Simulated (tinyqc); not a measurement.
# MOS capacitor on a p-type substrate, surface potential from the exact charge relation: what changes with what

Uniform p-type substrate, Boltzmann statistics, full ionisation, classical densities. psi is the surface potential against the body (positive when the bands bend down) and u = psi/Vt. Traps are spread evenly over the gap and neutral at flat band, so their charge is -q Dit psi; the minority quasi-Fermi level is shifted by Vb.

Parameters, values chosen for the exercise; band and dielectric values close to those of silicon:

| symbol | value | unit | meaning |
|---|---|---|---|
| T | 250 | K | temperature |
| Eg | 1.13 | eV | band gap |
| eps_r | 11.5 |  | relative permittivity |
| Nc | 2.1e19 | cm^-3 | conduction-band density of states at T |
| Nv | 2.03e19 | cm^-3 | valence-band density of states at T |
| chi | 4.01 | eV | electron affinity |
| N | 1.9e15 | cm^-3 | acceptor density of the substrate |
| eox | 3.9 |  | relative permittivity of the gate insulator (close to silicon dioxide) |
| tox | 9.7 | nm | insulator thickness |
| phiM | 4.25 | eV | gate work function |
| Nf | 7.2e10 | cm^-2 | fixed charge at the interface, in units of q |
| Dit | 0 | cm^-2 eV^-1 | density of interface traps |
| Vb | 0 | V | reverse bias of the inversion layer against the body |

Constants: q = 1.602176634e-19 C, kB = 1.380649e-23 J/K, Vt = kB T/q, eps0 = 8.8541878128e-14 F/cm where lengths are in cm. Results are converted to the units shown.

Each table varies one quantity; the others keep the values above.

## Capacitance-voltage curves

ni = sqrt(Nc Nv) exp(-Eg/(2 Vt)), Eg in volts; phiF = Vt ln(N/ni); Cox = eps0 eox/tox; Vfb = phiM - chi - (Eg - Vt ln(Nv/N)) - q Nf/Cox; Q0 = sqrt(2 eps0 eps_r q N Vt); r = (ni/N)^2 exp(-Vb/Vt); VT = Vfb + [(2 phiF + Vb)(1 + q Dit/Cox) + sqrt(2 eps0 eps_r q N (2 phiF + Vb))/Cox]. u = psi/Vt; F^2 = exp(-u) + u - 1 + r (exp(u) - u - 1); Qs = -sign(u) Q0 F; Cs = -dQs/dpsi = (Q0/Vt) |1 - exp(-u) + r (exp(u) - 1)|/(2 F). psi solves Vg = Vfb + psi + (q Dit psi - Qs)/Cox. Low frequency: 1/C_LF = 1/Cox + 1/(Cs + q Dit). High frequency, in the simple estimate in which traps and minority carriers do not follow: 1/C_HF = 1/Cox + 1/Cd, Cd being Cs with r = 0 at the same psi. Deep depletion: r = 0 and Dit = 0 both in the equation for psi and in Cs. Minority sheet density N_inv = (Q0/(2 q)) int_0^u r (exp(t) - 1)/F(t) dt for u > 0. N_inv under 1 cm^-2 is printed as 0. Regimes: accumulation when majority carriers gather, then depletion up to |psi| = phiF + Vb, weak inversion up to 2 phiF + Vb, strong inversion beyond.

Capacitance-voltage curves:
```
Vg (V)   psi (V)  C_LF/Cox  C_HF/Cox  C_deep/Cox  N_inv (cm^-2)            regime
-1.32    -0.1616    0.9104    0.9104      0.9104              0      accumulation
-1.04    -0.1264    0.8185    0.8185      0.8185              0      accumulation
-0.76   -0.02633    0.3451    0.3451      0.3451              0      accumulation
-0.49     0.2028   0.07590   0.07590     0.07590              0         depletion
-0.21     0.4659   0.04984   0.04984     0.04984        1.248e4    weak inversion
0.06      0.7233   0.06727   0.04007     0.04005        1.509e9    weak inversion
0.34      0.8566    0.8124   0.03686     0.03425       3.185e11  strong inversion
0.61      0.8912    0.9093   0.03614     0.03053       8.410e11  strong inversion
0.89      0.9114    0.9416   0.03575     0.02771       1.418e12  strong inversion
```

What does the table show?

C_LF/Cox is lowest, 0.0498, at Vg = -0.21 V (weak inversion) among the rows listed and is 0.942 in the last row, where C_HF/Cox is 0.0357 and the deep-depletion value 0.0277. Vfb = -0.723 V, where C_HF/Cox = 0.252 (Cox in series with eps0 eps_r/LD), and VT = 0.0668 V. Over the last two rows psi moves by only 0.072 V a volt of gate bias, since the inversion charge screens the body. In strong accumulation and inversion degeneracy and confinement, left out here, lower the capacitance.

## Effect of the insulator thickness on threshold and swing

ni = sqrt(Nc Nv) exp(-Eg/(2 Vt)), Eg in volts; phiF = Vt ln(N/ni); Cox = eps0 eox/tox; Vfb = phiM - chi - (Eg - Vt ln(Nv/N)) - q Nf/Cox; VT = Vfb + [(2 phiF + Vb)(1 + q Dit/Cox) + sqrt(2 eps0 eps_r q N (2 phiF + Vb))/Cox]. gamma = sqrt(2 eps0 eps_r q N)/Cox; Wm = sqrt(2 eps0 eps_r (2 phiF + Vb)/(q N)); m = 1 + (eps0 eps_r/Wm + q Dit)/Cox; swing m Vt ln 10; Cmin/Cox = 1/(1 + Cox Wm/(eps0 eps_r)).

The same in every row: 2 phiF (V) = 0.72958; Wm (nm) = 698.62.

Effect of the insulator thickness on threshold and swing:
```
tox (nm)   Vfb (V)  gamma (V^0.5)    VT (V)       m  swing (mV/decade)  Cmin/Cox
2.4       -0.69817       0.017305  0.046186  1.0101             50.108  0.010028
3.6       -0.70218       0.025957  0.049568  1.0152             50.359  0.014967
5.4       -0.70819       0.038936  0.054640  1.0228             50.736  0.022284
8         -0.71688       0.057683  0.061967  1.0338             51.280  0.032663
12        -0.73024       0.086524  0.073240  1.0506             52.118  0.048208
18        -0.75028        0.12979  0.090148  1.0760             53.374  0.070609
26        -0.77701        0.18747   0.11269  1.1097             55.049  0.098888
39        -0.82044        0.28120   0.14933  1.1646             57.771   0.14134
```

As tox goes from 2.4 to 39, VT rises from 0.0462 to 0.149 V, the swing rises from 50.1 to 57.8 mV/decade and Cmin/Cox rises from 0.0100 to 0.141. Of the change of VT by 0.103 V, -0.122 V comes from Vfb and 0.225 V from the band bending and the charge it takes. m - 1 goes as tox^(1.00), that is as 1/Cox.

## Effect of the relative permittivity of the gate insulator on threshold and swing

Same model as above.

The same in every row: 2 phiF (V) = 0.7296; Wm (nm) = 698.6.

Effect of the relative permittivity of the gate insulator on threshold and swing:
```
eox  Vfb (V)  gamma (V^0.5)   VT (V)      m  swing (mV/decade)  Cmin/Cox
3.9  -0.7226        0.06994  0.06676  1.041              51.64   0.03933
5    -0.7154        0.05455  0.06074  1.032              51.19   0.03095
7.5  -0.7070        0.03637  0.05364  1.021              50.66   0.02085
9    -0.7042        0.03031  0.05127  1.018              50.49   0.01743
15   -0.6986        0.01818  0.04653  1.011              50.13   0.01053
22   -0.6959        0.01240  0.04427  1.007              49.97  0.007206
30   -0.6944       0.009092  0.04298  1.005              49.87  0.005294
```

What does the table show?

As eox goes from 3.9 to 30, VT falls from 0.0668 to 0.0430 V, the swing falls from 51.6 to 49.9 mV/decade and Cmin/Cox falls from 0.0393 to 0.00529. Of the change of VT by -0.0238 V, 0.0282 V comes from Vfb and -0.0520 V from the band bending and the charge it takes. m - 1 goes as eox^(-1.00), that is as 1/Cox.

tinyqc, about 0.01 s, one thread, Intel Xeon 2.30GHz (shared host): `OMP_NUM_THREADS=1 python tinyqc.py 2060078 2060079 out.jsonl`
